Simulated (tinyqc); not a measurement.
Force balance against energy balance: elastic strain and critical thickness of a cubic alloy layer A(1-x)B(x) on a thick substrate. Computed by tinyqc, a small Python program. Command: `OMP_NUM_THREADS=1 python tinyqc.py 3018863 3018864 out.jsonl misfit walk`. One thread of a shared host (Intel(R) Xeon(R) Processor @ 2.30GHz), about 0.01 s of CPU time with the checks.

Strain is positive in tension. The layer is coherent with the substrate unless said otherwise.

Inputs (values chosen for the exercise, for a model alloy):
```
quantity                        value      unit
fraction x of B                  0.59         -
lattice constant a_A            5.869  angstrom
lattice constant a_B            6.058  angstrom
substrate lattice constant a_S  5.874  angstrom
```

Growth plane: (001). Layer: uncapped. Misfit dislocation: 60-degree.

C11, C12, C44 of A (GPa): 103.2  53.26  43.52

C11, C12, C44 of B (GPa): 82.88  40.71  35.02

Method:
- a = (1 - x) a_A + x a_B, the same rule for each C_ij; misfit f = (a_S - a)/a, the in-plane strain of the coherent layer.
- Voigt averages: G = (C11 - C12 + 3 C44)/5, B = (C11 + 2 C12)/3, nu = (3 B - 2 G)/(2 (3 B + G)); b = a/sqrt(2). The 60-degree dislocation has cos alpha = 1/2, and cos lambda = 1/2 on (001).
- Matthews-Blakeslee: h_c = A [ln(h_c/b) + 1], A = b (1 - nu cos^2 alpha)/(8 pi |f| (1 + nu) cos lambda), the factor 8 pi being that of an uncapped layer.
- People-Bean: h_c = P ln(h_c/b), P = (1 - nu)/(1 + nu) b^2/(16 pi sqrt(2) a f^2). The misfit is scaled by 0.25, 0.4, 0.6, 1, 1.5, 2.2 at fixed a, b and nu; the upper root is taken, and rows with A < 1.3 b or P < 3 b, where the roots shrink to the core size or vanish, are left out.

misfit f = -0.0178095

prefactor A = 1.37921 nm

Poisson ratio nu = 0.275630

Burgers vector b = 0.422886 nm

free lattice constant a = 5.98051 angstrom

Critical thickness:
```
|f| (%)  Matthews-Blakeslee (nm)  People-Bean (nm)   ratio
0.4452                    28.804            926.92  32.180
0.7124                    15.969            310.62  19.452
1.0686                     9.437            117.76  12.479
1.7810                     4.701             32.76   6.969
2.6714                     2.584             10.87   4.206
3.9181                     1.359              3.10   2.281
```

What does the comparison show, and why?

The exponents d ln h_c/d ln f are -1.26 and -2.33 between the first rows, steeper than the -1 and -2 of the prefactors because of the logarithm. The ratio falls from 32.2 to 2.28 as the misfit grows. Where People-Bean lies above, a layer between the lines is metastable: dislocations would lower the energy but have to be nucleated. Above about 2 % misfit islands may come first.
